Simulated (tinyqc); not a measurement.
# Small-signal admittance of a forward-biased p+-n diode, step by step

Program tinyqc, `OMP_NUM_THREADS=1 python tinyqc.py 2890128 2890129 out.jsonl`; Intel Xeon 2.30GHz, shared host, one thread, about 0.01 s. Printed values are rounded.

Holes injected into a neutral base of width wb with an ohmic contact at its end; low injection, p0 far above the equilibrium density. A small voltage v exp(i w t), w = 2 pi f, modulates the edge density by p0 v/Vt, and the small-signal density obeys Dp d2p/dx2 = (1/tau + i w) p.

Values chosen for this exercise; permittivity close to that of germanium: temperature T = 300 K; relative permittivity eps_r = 16; donor density of the base Nd = 7.3e16 cm^-3; hole diffusion coefficient Dp = 30 cm^2/s; hole lifetime tau = 3e-7 s; width of the neutral base wb = 23 um; excess hole density at the junction edge p0 = 4.1e15 cm^-3; acceptor density of the p+ side Na = 5e18 cm^-3; signal frequency f = 3.6e5 Hz.

Constants: q = 1.602176634e-19 C, kB = 1.380649e-23 J/K, Vt = kB T/q, eps0 = 8.8541878128e-14 F/cm where lengths are in cm. Results are converted to the units shown.

## Closed-form admittance

L = sqrt(Dp tau); direct current J = (q Dp p0/L) coth(wb/L); k = sqrt(1 + i w tau)/L; diffusion admittance Y = (q Dp p0/Vt) k coth(k wb) = G + i w C_diff; junction capacitance C_j = sqrt(q eps0 eps_r Nd/(2 Vr)) in the depletion approximation, with the remaining barrier Vr = Vt ln(Na/p0), a rough value under forward bias; base-width modulation is left out.

L = 30 um
J = 10.1846 A/cm^2
k wb = 0.805639+0.247541i
Y = 394.952+40.845i S/cm^2
C_diff = 18.0573 uF/cm^2
C_j = 0.212359 uF/cm^2

G is 1.00 times its low-frequency value J/Vt, and C_diff is 85.0 times C_j.

## The same by finite differences

9 equal intervals, h = wb/9; u = small-signal density over its edge value, u_0 = 1, u_9 = 0; u_(i-1) + b u_i + u_(i+1) = 0 with b = -2 - h^2 (1/tau + i w)/Dp; Y = (q Dp p0/(Vt h)) (-b/2 - u_1), which includes the half box at the edge.

b = -2.00726-0.00492i
u, node 1 to 8: 0.871081-0.011340i  0.748538-0.018473i  0.631518-0.022054i  0.519190-0.022685i  0.410740-0.020924i  0.305374-0.017293i  0.202310-0.012283i  0.100774-0.006367i
Y on the mesh = 395.374+41.170i S/cm^2

Against the closed form the real part is 0.11 % above it and the imaginary part 0.80 % above it; |k h| = 0.094.
